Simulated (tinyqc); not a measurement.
Tunnel rates from the two plateau currents.

Problem. With only the 0-1 transition of a spin-degenerate level in the bias window, I = 2 q G_in G_out/(2 G_in + G_out). Find GL and GR.

Constants: q = 1.602176634e-19 C. Results are converted to the units shown.

sizes of the plateau currents for electrons entering from the left and from the right (pA): 26.457963  42.410558

Solution. q/I(left) = 1/GR + 1/(2 GL) and q/I(right) = 1/GL + 1/(2 GR) are linear in 1/GL and 1/GR.

GL = 1.00 1/ns
GR = 0.180 1/ns

Computed by the program tinyqc: `OMP_NUM_THREADS=1 python tinyqc.py 2780003 2780004 out.jsonl`, one thread of a shared Intel Xeon 2.30GHz, about 0.01 s for the whole run.
